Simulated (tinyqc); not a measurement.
Inside a calculation. Model: resonant-tunnelling diode, transfer matrices and Tsu-Esaki current.

Numbers from tinyqc (`OMP_NUM_THREADS=1 python tinyqc.py 2600041 2600042 out.jsonl`; about 0.2 s on one thread of a shared Intel Xeon 2.30GHz). Printed values are rounded.

Emitter (band edge 0), barrier d1, well Lw, barrier d2, collector (edge -V). The bias drops linearly over these layers and none in the contacts; each layer is cut into ns equal slices, flat at the value of their centres. E is the energy of motion across the layers, C = hbar^2/(2 m0), psi and psi'/m are continuous. Transport is coherent, T(E) is taken as independent of the transverse momentum, and charge in the well is ignored.

Parameters, values chosen for the exercise; masses and offsets of a made-up heterostructure: temperature T = 77 K; mass in the well, spacer and contacts mw = 0.034 m0; barrier height U1 = 1 eV; barrier mass m1 = 0.15 m0; emitter barrier d1 = 0.8 nm; well width Lw = 3.3 nm; collector barrier d2 = 0.8 nm; slices in each layer ns = 4; Fermi energy of both contacts above their band edges Ef = 0.12 eV; bias of the collector V = 0.2 V; trial energy E = 0.11535 eV.

Constants: q = 1.602176634e-19 C, kB = 1.380649e-23 J/K, hbar = 1.054571817e-34 J s, m0 = 9.1093837015e-31 kg, Vt = kB T/q, hbar^2/(2 m0) = 0.0380998212 eV nm^2. Results are converted to the units shown.

## Slices under bias

U = edge of the layer - V x/Lt at the centre x of each slice, Lt the summed thickness.

| slice | U (eV) | m (m0) | width (nm) |
|---|---|---|---|
| 0 | 0.9959184 | 0.15 | 0.2 |
| 1 | 0.9877551 | 0.15 | 0.2 |
| 2 | 0.9795918 | 0.15 | 0.2 |
| 3 | 0.9714286 | 0.15 | 0.2 |
| 4 | -0.0494898 | 0.034 | 0.825 |
| 5 | -0.0831633 | 0.034 | 0.825 |
| 6 | -0.1168367 | 0.034 | 0.825 |
| 7 | -0.1505102 | 0.034 | 0.825 |
| 8 | 0.8285714 | 0.15 | 0.2 |
| 9 | 0.8204082 | 0.15 | 0.2 |
| 10 | 0.8122449 | 0.15 | 0.2 |
| 11 | 0.8040816 | 0.15 | 0.2 |

## Running product of the slice matrices at the trial energy

For the pair (psi, psi'/m) a flat layer has M = [[cos kd, (m/k) sin kd], [-(k/m) sin kd, cos kd]] with k = sqrt(m (E - U)/C) above its edge U, and M = [[cosh Kd, (m/K) sinh Kd], [(K/m) sinh Kd, cosh Kd]] with K = sqrt(m (U - E)/C) below it. Later slices stand to the left. With M acting on (psi, psi'/m) and v = k/m in each lead, T(E) = 4 vL vR/[(vL vR M12 - M21)^2 + (vR M11 + vL M22)^2]. vL = sqrt(mw E/C)/mw, vR = sqrt(mw (E + V)/C)/mw.

Product after each layer:

|  | M11 | M12 (nm) | M21 (1/nm) | M22 |
|---|---|---|---|---|
| barrier d1 | 2.316417 | 0.1688022 | 25.64704 | 2.300655 |
| well | 2.450519 | 0.2117913 | -28.84293 | -2.084735 |
| barrier d2 | 0.3972069 | 0.09904187 | -10.40980 | -0.07805939 |

T(E) = 0.8999271

## Transmission at three energies near the peak

three energies (eV): [0.097756, 0.116756, 0.135756]

The same product at each energy.

T(E) at these energies: [0.3919140, 0.9262053, 0.6249444]

## Breit-Wigner parameters from a parabola through 1/T(E)

Near a resonance 1/T(E) = (1/Tp) [1 + (2 (E - Er)/G)^2]. With y = 1/T(E) at E0 - h, E0, E0 + h: a = (y1 + y3 - 2 y2)/(2 h^2), b = (y3 - y1)/(2 h), Er = E0 - b/(2 a), 1/Tp = y2 - b^2/(4 a), G = 2 sqrt(1/(Tp a)), tau = hbar/G.

Er = 0.1212926 eV
Tp = 0.9776313
G = 38.50575 meV
tau = 17.09386 fs

The true maximum of T(E) lies at 0.12028 eV with height 0.9548 and full width 40.73 meV; the fitted G is 5.5 % below that width.

## Current from the resonance alone

J = J0 times the integral over E > 0 of T(E) N(E), N = ln[(1 + exp((Ef - E)/Vt))/(1 + exp((Ef - V - E)/Vt))], J0 = q^2 mw m0 kB T/(2 pi^2 hbar^3) (times 1e-4 for A/cm^2 per eV). For a sharp resonance J = J0 (pi G/2) Tp N(Er), with Er the peak energy, Tp the peak transmission and G the full width at half maximum (in eV). The three values given are estimates from a parabola through three points of 1/T(E).

J0 = 3.650938e6 A/(cm^2 eV)
N(Er) = 0.6004790
J = 129.6352 kA/cm^2

The full integral over T(E) gives 301.6 kA/cm^2; the value above is 0.43 times it. With the exact position, height and width of the peak (Er = 0.12028 eV, Tp = 0.9548, G = 40.73 meV) the formula is 0.50 times it.
